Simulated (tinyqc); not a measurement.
What moves the results: six-band hole subbands of a thin body in a field. A value that a table varies takes the place of the one given here.

Basis X, Y, Z times spin, hole energies counted downwards from the unstrained edge (the hydrostatic shift is left out), c = hbar^2/2m0. For a symmetric tensor T let C(T) have C_XX = L Txx + M (Tyy + Tzz), C_XY = N Txy (cyclic), L = c (g1 + 4 g2), M = c (g1 - 2 g2), N = 6 c g3. k = q + kz n, n the unit normal, q = k1 u + k2 v with u along the channel [1-10] and v = n x u. H = C(k k^T) + (Dso/3)(1 - L.sigma) - B + e F z with (L_k)_ij = -i epsilon_kij; B is the block C built from the traceless strain with 2b, -b and sqrt(3) d in place of L, M, N. Strain: exx = eyy = (s11 + s12) sx/2, ezz = s12 sx, exy = -s44 sx/4. Hard walls at z = 0 and t; basis sin(j pi z/t), j = 1 to Nz: kz^2 = (j pi/t)^2, kz = -i D with D_jl = 4 j l/(t (j^2 - l^2)), z_jj = t/2 and z_jl = -8 t j l/(pi (j^2 - l^2))^2 for j + l odd; 1 MV/cm = 0.01 eV/angstrom.

Nz = 14. E1 is the top subband at q = 0, gap the distance to the next pair, and the masses are c q^2/(E(q) - E1) at |q| = 0.02 1/angstrom (mean of the spin pair) along the channel [1-10] and across it in the plane; a dash marks a band that does not rise.

Constants: hbar^2/2m0 = 3.80998211 eV angstrom^2.

Values chosen for the exercise (near those of a p-type Ge channel; shifted at random, so the results belong to these values and not to a real crystal): g1 = 13.32 (Luttinger gamma1); g2 = 4.24 (gamma2); g3 = 5.7 (gamma3); Dso = 0.285 eV (spin-orbit splitting); b = -2.53 eV (tetragonal potential); d = -5.26 eV (trigonal potential); S = (9.82, -2.65, 15.08) 1/TPa (compliances s11, s12, s44); face = 111 (surface); t = 70 angstrom (body thickness); F = 0 MV/cm (field across the body); sx = -0.5 GPa (stress along the channel [1-10], negative in compression).

## Stress along the channel

Each row has its own sx.

Results:

| sx (GPa) | E1 (meV) | gap (meV) | m channel | m across |
|---|---|---|---|---|
| -3.0 | -81.6 | 48.6 | 0.038 | 0.281 |
| -2.0 | -40.9 | 47.7 | 0.041 | 0.206 |
| -1.0 | -6.4 | 45.7 | 0.048 | 0.131 |
| -0.5 | 6.4 | 44.7 | 0.056 | 0.098 |
| 0.0 | 14.7 | 44.2 | 0.072 | 0.073 |
| 0.5 | 17.8 | 44.8 | 0.099 | 0.056 |
| 1.0 | 15.8 | 46.3 | 0.136 | 0.048 |

What can be read from the table?

Under 2 GPa of compression the channel mass goes from 0.072 to 0.041 m0, the mass across from 0.073 to 0.206; the gap to the next subband is 48, 44 and 46 meV at -2, 0 and +1 GPa. The lightest channel mass of the table, 0.038 m0, is at -3.0 GPa.

## Surface orientation and number of bands

Three faces, six bands; and four bands, with Dso set to 1000 eV.

Results:

| case | E1 (meV) | gap (meV) | m channel | m across |
|---|---|---|---|---|
| (001) 6 bands | 27.1 | 108.2 | 0.067 | 0.126 |
| (001) 4 bands | 28.6 | 111.9 | 0.071 | 0.091 |
| (110) 6 bands | 6.4 | 33.8 | 0.045 | 0.118 |
| (110) 4 bands | 13.1 | 59.8 | 0.052 | 0.089 |
| (111) 6 bands | 6.4 | 44.7 | 0.056 | 0.098 |
| (111) 4 bands | 8.3 | 44.7 | 0.059 | 0.070 |

How do the results move?

With six bands the top subband is shallowest on (111) (6.4 meV) and deepest on (001). Without the stress E1 would be 37.1, 18.3 and 14.7 meV, so the stress moves it by -10.1, -11.9 and -8.3 meV. The lightest channel mass is on (110) (0.045 m0). Dropping the split-off band moves E1 by 1.5, 6.6 and 1.9 meV and the gap by 3.8, 26.0 and 0.0 meV on the three faces, with Dso = 285 meV.

## What each parameter does

Six bands. Each row changes one parameter from the base and keeps the others.

Results:

| case | E1 (meV) | gap (meV) | m channel (m0) | m across (m0) |
|---|---|---|---|---|
| base | 6.4 | 44.7 | 0.056 | 0.098 |
| t = 80 angstrom | 2.8 | 34.4 | 0.056 | 0.104 |
| F = 0.3 MV/cm | 86.3 | 72.7 | 0.065 | 0.103 |
| sx = -1 GPa | -6.4 | 45.7 | 0.048 | 0.131 |
| g3 = 5.3 | 12.5 | 63.1 | 0.056 | 0.093 |
| g2 = 4.88 | 6.4 | 44.7 | 0.057 | 0.099 |
| Dso = 0.427 eV | 7.0 | 44.7 | 0.057 | 0.087 |
| d = -4.21 eV | 8.1 | 44.6 | 0.057 | 0.095 |

What does this show?

The largest shifts from the base row, up to three for each result and ties (the steps differ in size, so this ranks the rows, not the parameters). E1 (meV): F +79.9, sx -12.8, g3 +6.1; unchanged at the printed digits by g2. gap (meV): F +28.0, g3 +18.4, t -10.2; unchanged at the printed digits by g2 and Dso. m channel (m0): F +0.009, sx -0.008, d +0.001, Dso +0.001; unchanged at the printed digits by t and g3. m across (m0): sx +0.033, Dso -0.011, t +0.006.

Program tinyqc; command `OMP_NUM_THREADS=1 python tinyqc.py 1282540 1282541 out.jsonl`; about 0.5 s on one thread of a shared Intel(R) Xeon(R) Processor @ 2.30GHz.
